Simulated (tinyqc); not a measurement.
Hall factor, magnetoresistance and optical conductivity for a power-law relaxation time: one step, computed by the program tinyqc. Command: `OMP_NUM_THREADS=1 python tinyqc.py 3001910 3001911 out.jsonl magneto walk`. One thread of a shared host (Intel(R) Xeon(R) Processor @ 2.30GHz), about 0.01 s of CPU time with the checks.

One spherical parabolic band, tau(E) = tau_0 x^s with x = E/(k_B T). Landau quantisation is left out.

Problem. At the given field. <y> = int y x^(3/2) f (1 - f) dx / int x^(3/2) f (1 - f) dx, f = 1/(1 + exp(x - eta)). Integrals over x = E/(k_B T) use 160 Gauss-Legendre points in u = sqrt(x) from 0 to sqrt(max(eta, 0) + 45). With w_c = e B/m: sigma_xx = (n e^2/m) <tau/(1 + w_c^2 tau^2)>, sigma_xy = (n e^2/m) <w_c tau^2/(1 + w_c^2 tau^2)>; r_H = (n e/B) sigma_xy/(sigma_xx^2 + sigma_xy^2); MR = sigma_0 sigma_xx/(sigma_xx^2 + sigma_xy^2) - 1, sigma_0 = n e^2 <tau>/m.

Inputs (values chosen for the exercise, with a mass close to that of electrons in InAs):
```
quantity,value,unit
effective mass m,0.023,m_0
exponent s,-0.5,-
tau_0,56,fs
reduced Fermi level eta,11,-
temperature T,350,K
magnetic field B,14,T
```

density n = 3.058277e+18 1/cm^3

drift mobility mu = 1278.044 cm^2/(V s)

Constants: e = 1.602176634e-19 C; m_0 = 9.1093837015e-31 kg.

Give: mu B; sigma_xx; |sigma_xy|; Hall factor r_H; magnetoresistance MR.

Solution.

mu B = 1.789

sigma_xx = 149.1 S/cm

|sigma_xy| = 265.9 S/cm

Hall factor r_H = 1.001

magnetoresistance MR = 0.4921 %

Caution: hbar w_c exceeds k_B T with mu B above 1, so Landau quantisation sets in.
